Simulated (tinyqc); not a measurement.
Effective mass of the conduction band from tabulated energies: one step. Which mass for which use. Two cases, with inputs chosen for the exercise.

Task: From the fitted m and alpha: momentum mass at energy E, m (1 + 2 alpha E); curvature mass m (1 + 2 alpha E)^3; thermal factors to first order in alpha kT: density of states Nc (1 + 15 alpha kT/4), conductivity mass m (1 + 5 alpha kT). Take E = 3 kT/2.

Constants: kB = 8.617333262e-05 eV/K.

Case 1.

Values chosen (out of a larger set: band of an eight-band Kane model near GaSb; not measured data): T = 300 K (temperature).

m = 0.0383945 m0
alpha = 1.32092 1/eV

Case 2.

Values chosen (out of a larger set: band of an eight-band Kane model near Ge; not measured data): T = 300 K (temperature).

m = 0.0384513 m0
alpha = 1.07426 1/eV

Give: alpha kT; momentum mass; curvature mass; factor on Nc; thermal conductivity mass.

Result:

Case 1.

alpha kT = 0.0341
momentum mass = 0.04233 m0
curvature mass = 0.05144 m0
factor on Nc = 1.1281
thermal conductivity mass = 0.04495 m0

alpha kT is small, so first order serves.

Case 2.

alpha kT = 0.0278
momentum mass = 0.04165 m0
curvature mass = 0.04889 m0
factor on Nc = 1.1041
thermal conductivity mass = 0.04379 m0

alpha kT is small, so first order serves. In Ge the electrons sit at L; these values concern the Gamma valley.

Computed by tinyqc, one run a case: `OMP_NUM_THREADS=1 python tinyqc.py N N+1 out.jsonl` with N = 1850741, 1850772; one thread of a shared Intel(R) Xeon(R) Processor @ 2.30GHz, about 0.01 s a run at most.
